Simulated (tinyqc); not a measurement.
Planar ballistic transistor, top-of-the-barrier model: two steps of the calculation.

At the top of the source barrier, states moving towards the drain are filled by the source (Fermi level 0) and states moving back by the drain (Fermi level -q Vd); nothing scatters. U is the shift of the band edge there, set by the capacitances CG, CD and CS (the total) and by the charge. Parabolic two-dimensional band; the source is grounded.

Values chosen for this exercise; mass and valleys close to those of germanium:
```
symbol  value  unit                                                                 meaning
T         300     K                                                             temperature
m       0.118    m0                                                          effective mass
gv          4                                                             valley degeneracy
eox       3.9                                   relative permittivity of the gate insulator
tox       1.6    nm                                                     insulator thickness
aG       0.77                                                            gate control CG/CS
aD      0.058                                                           drain control CD/CS
E0       0.26    eV  band edge at the barrier top above the source Fermi level at zero bias
Vg        0.6     V                                                            gate voltage
Vd        0.2     V                                                           drain voltage
```

Constants: q = 1.602176634e-19 C, kB = 1.380649e-23 J/K, hbar = 1.054571817e-34 J s, m0 = 9.1093837015e-31 kg, Vt = kB T/q, eps0 = 8.8541878128e-14 F/cm where lengths are in cm. Results are converted to the units shown.

Task 1. Density of states, capacitances and charge at zero bias. N0 = gv m kB T/(pi hbar^2), CG = eps0 eox/tox, vT = sqrt(2 kB T/(pi m)), CS = CG/aG, n0 = n at U = 0 and Vd = 0. eta1 = -(E0 + U)/Vt, eta2 = eta1 - Vd/Vt, n = (N0/2)[F_0(eta1) + F_0(eta2)], F_0(x) = ln(1 + exp x). UL = -(aG Vg + aD Vd).

Wanted: N0; CG; CS; n0; UL.

Result 1.

N0 = 5.097e12 cm^-2
CG = 2.158 uF/cm^2
CS = 2.803 uF/cm^2
n0 = 2.185e8 cm^-2
UL = -0.4736 eV

Task 2. Self-consistent potential at the barrier top. U(out) = UL + q (n - n0)/CS. Newton step: U(new) = U + (U(out) - U)/(1 + CQ/CS), CQ = (q/Vt) dn/d(eta1) with both F' summed; F_0'(x) = 1/(1 + exp(-x)).

U after iteration 1 = -0.34113072 eV
N0 = 5.0972195e12 cm^-2
CS = 2.8028679 uF/cm^2
n0 = 2.1853262e8 cm^-2
UL = -0.4736 eV

Wanted: eta1; eta2; n; U(out); CQ; U after iteration 2.

Result 2.

eta1 = 3.138
eta2 = -4.598
n = 8.132e12 cm^-2
U(out) = -0.008773 eV
CQ = 15.30 uF/cm^2
U after iteration 2 = -0.2897 eV

Computed by the program tinyqc: `OMP_NUM_THREADS=1 python tinyqc.py 2400064 2400065 out.jsonl`, one thread of a shared Intel Xeon 2.30GHz, about 0.01 s for the whole run.
